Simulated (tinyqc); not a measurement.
Inside a calculation. Method: Hubbard ring of 3 sites. One step of it, computed by the program tinyqc.

Task: The many-body Hamiltonian. Basis: all placements (u, d, 2, 0 on each site), up operators ordered before down ones; hops carry the sign of the same-spin electrons passed.

one-body matrix (hopping and site energies) (eV), order 1, 2, 3:
$$\begin{pmatrix}
0.880000 & -2.000000 & -2.000000 \\
-2.000000 & 0.930000 & -2.000000 \\
-2.000000 & -2.000000 & 0.340000
\end{pmatrix}$$

U = 6.900000 eV

electrons, up and down: [2, 1]

Give: H.

Result:

H (eV):
```
         2u0      u20      uud      20u      udu      u02      duu      02u
2u0   9.5900  -2.0000  -2.0000  -2.0000   0.0000   0.0000   2.0000   0.0000
u20  -2.0000   9.6400  -2.0000   0.0000  -2.0000   0.0000   0.0000   2.0000
uud  -2.0000  -2.0000   2.1500   0.0000   0.0000  -2.0000   0.0000   0.0000
20u  -2.0000   0.0000   0.0000   9.0000  -2.0000  -2.0000  -2.0000   0.0000
udu   0.0000  -2.0000   0.0000  -2.0000   2.1500  -2.0000   0.0000  -2.0000
u02   0.0000   0.0000  -2.0000  -2.0000  -2.0000   8.4600   0.0000   0.0000
duu   2.0000   0.0000   0.0000  -2.0000   0.0000   0.0000   2.1500  -2.0000
02u   0.0000   2.0000   0.0000   0.0000  -2.0000   0.0000  -2.0000   9.1000
0u2   0.0000   0.0000   2.0000   0.0000   0.0000  -2.0000  -2.0000  -2.0000

         0u2
2u0   0.0000
u20   0.0000
uud   2.0000
20u   0.0000
udu   0.0000
u02  -2.0000
duu  -2.0000
02u  -2.0000
0u2   8.5100
```
